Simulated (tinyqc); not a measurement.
# Worked calculation: planar ballistic transistor, top-of-the-barrier model

Computed by the program tinyqc: `OMP_NUM_THREADS=1 python tinyqc.py 2400108 2400109 out.jsonl`, one thread of a shared Intel Xeon 2.30GHz, about 0.01 s for the whole run. Printed values are rounded.

At the top of the source barrier, states moving towards the drain are filled by the source (Fermi level 0) and states moving back by the drain (Fermi level -q Vd); nothing scatters. U is the shift of the band edge there, set by the capacitances CG, CD and CS (the total) and by the charge. Parabolic two-dimensional band; the source is grounded.

Values chosen for this exercise; mass and valleys close to those of indium arsenide:
- T = 300 K (temperature)
- m = 0.0311 m0 (effective mass)
- gv = 1 (valley degeneracy)
- eox = 3.9 (relative permittivity of the gate insulator)
- tox = 2.6 nm (insulator thickness)
- aG = 0.95 (gate control CG/CS)
- aD = 0.02 (drain control CD/CS)
- E0 = 0.15 eV (band edge at the barrier top above the source Fermi level at zero bias)
- Vg = 0.5 V (gate voltage)
- Vd = 0.7 V (drain voltage)

Constants: q = 1.602176634e-19 C, kB = 1.380649e-23 J/K, hbar = 1.054571817e-34 J s, m0 = 9.1093837015e-31 kg, Vt = kB T/q, eps0 = 8.8541878128e-14 F/cm where lengths are in cm. Results are converted to the units shown.

## Density of states, capacitances and charge at zero bias

N0 = gv m kB T/(pi hbar^2), CG = eps0 eox/tox, vT = sqrt(2 kB T/(pi m)), CS = CG/aG, n0 = n at U = 0 and Vd = 0. eta1 = -(E0 + U)/Vt, eta2 = eta1 - Vd/Vt, n = (N0/2)[F_0(eta1) + F_0(eta2)], F_0(x) = ln(1 + exp x). UL = -(aG Vg + aD Vd).

N0 = 3.358549e11 cm^-2
CG = 1.328128 uF/cm^2
CS = 1.398030 uF/cm^2
n0 = 1.012996e9 cm^-2
UL = -0.489 eV

## Iteration 1: self-consistent potential at the barrier top

U at the start (U = UL) = -0.489 eV

eta1 = -(E0 + U)/Vt, eta2 = eta1 - Vd/Vt, n = (N0/2)[F_0(eta1) + F_0(eta2)], F_0(x) = ln(1 + exp x). U(out) = UL + q (n - n0)/CS. U(new) = U + 0.2 (U(out) - U).

eta1 = 13.11311
eta2 = -13.96410
n = 2.202051e12 cm^-2
U(out) = -0.2367556 eV
U after iteration 1 = -0.4385511 eV

## Iteration 2: self-consistent potential at the barrier top

As before.

eta1 = 11.16166
eta2 = -15.91555
n = 1.874351e12 cm^-2
U(out) = -0.2743108 eV
U after iteration 2 = -0.4057031 eV

## Course of the iteration: self-consistent potential at the barrier top

Stop when U changes by less than 1e-9 eV, or after 90 iterations.

Course of the iteration:
```
iteration      U (eV)  |change| (eV)
1          -0.4385511         0.0504
2          -0.4057031         0.0328
3          -0.3843151         0.0214
4          -0.3703888         0.0139
5          -0.3613208        9.07e-3
6          -0.3554163        5.90e-3
7          -0.3515714        3.84e-3
8          -0.3490678        2.50e-3
9          -0.3474374        1.63e-3
...               ...            ...
35         -0.3443939        2.34e-8
36         -0.3443938        1.52e-8
37         -0.3443938        9.91e-9
38         -0.3443938        6.45e-9
39         -0.3443938        4.20e-9
40         -0.3443938        2.74e-9
41         -0.3443938        1.78e-9
42         -0.3443938        1.16e-9
43         -0.3443938       7.56e-10
```

Converged in 43 iterations. At the end each change is about 0.65 times the one before: linear convergence.

## Current, mean velocity and share of the gate voltage

converged U = -0.3443938 eV

N0 = gv m kB T/(pi hbar^2), CG = eps0 eox/tox, vT = sqrt(2 kB T/(pi m)), CS = CG/aG, n0 = n at U = 0 and Vd = 0. eta1 = -(E0 + U)/Vt, eta2 = eta1 - Vd/Vt, n = (N0/2)[F_0(eta1) + F_0(eta2)], F_0(x) = ln(1 + exp x). I = q (N0/2) vT [F_(1/2)(eta1) - F_(1/2)(eta2)] per width, F_(1/2)(x) = (2/sqrt(pi)) int_0^infinity u^(1/2)/(1 + exp(u - x)) du. Mean velocity I/(q n). CQ = (q/Vt) dn/d(eta1); the band edge follows the gate as -dU/dVg = aG/(1 + CQ/CS).

eta1 = 7.519489
n = 1.262820e12 cm^-2
I = 1301.503 uA/um
mean velocity = 6.432702e7 cm/s
CQ = 1.040166 uF/cm^2
-dU/dVg = 0.5447177 eV/V

The carriers from the source are degenerate (eta1 = 7.52), and the mean velocity is 2.11 times vT = sqrt(2 kB T/(pi m)) = 3.05e7 cm/s.
